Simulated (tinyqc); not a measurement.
Permittivity and interlayer from two capacitances.

Question. A two-layer stack has Cox = eps0/(t1/e1 + t2/e2) and EOT = 3.9 eps0/Cox. Find e2, the EOT of layer 1 and, with e1 given, t1.

Inputs (values chosen for the exercise): relative permittivity of layer 1 e1 = 8.74.

Constants: eps0 = 8.8541878128e-14 F/cm where lengths are in cm. Results are converted to the units shown.

Cox at t2 = 2.1 and 8.8 nm (uF/cm^2): [3.3312078, 1.5636713]

Answer. EOT is linear in t2 with slope 3.9/e2, and its intercept is the EOT of layer 1.

e2 = 22.30
EOT of layer 1 = 0.6693 nm
t1 = 1.500 nm

Numbers from tinyqc (`OMP_NUM_THREADS=1 python tinyqc.py 2010061 2010062 out.jsonl`; about 0.01 s on one thread of a shared Intel Xeon 2.30GHz).
